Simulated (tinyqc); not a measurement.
Stretching all distances: RHF, UHF, MP2, CISD and CCSD against full CI in the 6-311g basis, for H2, spin multiplicity 1. Computed by the program tinyqc with PySCF. 

Geometry (angstrom):
```
atom,x,y,z
H,0.0000,0.0000,0.0000
H,0.0000,0.0000,0.7150
```

All coordinates are multiplied by the scale. c0^2 is the weight of the RHF determinant in the lowest singlet FCI state (UHF is spin-contaminated and may lie near states of higher spin) and n(LUMO) the first natural occupation beyond the occupied space.

Full CI energy (hartree) and errors against it (kcal/mol):
```
scale,distance 1-2 (angstrom),E(FCI),RHF,UHF,MP2,CISD,CCSD,<S^2> UHF,c0^2,n(LUMO)
0.870,0.622,-1.14055,14.755,14.755,4.013,0.000,0.000,0.000,0.989,0.017
1.170,0.837,-1.14935,17.370,17.370,5.595,0.000,0.000,0.000,0.981,0.034
1.470,1.051,-1.12189,21.669,21.669,8.165,0.000,0.000,0.000,0.966,0.063
1.770,1.266,-1.08893,27.643,26.506,11.817,0.000,0.000,0.206,0.942,0.111
2.080,1.487,-1.05906,35.562,23.132,16.806,0.000,0.000,0.584,0.903,0.186
2.380,1.702,-1.03709,44.812,16.579,22.704,0.000,0.000,0.776,0.852,0.284
2.680,1.916,-1.02193,55.280,10.606,29.252,0.000,0.000,0.879,0.791,0.400
2.980,2.131,-1.01229,66.385,6.288,35.796,0.000,0.000,0.935,0.727,0.520
```

UHF parts from RHF first at scale 1.77 of those listed, where <S^2> leaves zero. The weight c0^2 goes from 0.99 to 0.73 and n(LUMO) from 0.02 to 0.52: static correlation grows as the bonds break into open-shell fragments. The spread of the error along the curve, which distorts its shape, is CISD 0.0, CCSD 0.0, UHF 20.2, MP2 31.8, RHF 51.6 kcal/mol. With two electrons CISD and CCSD are exact.
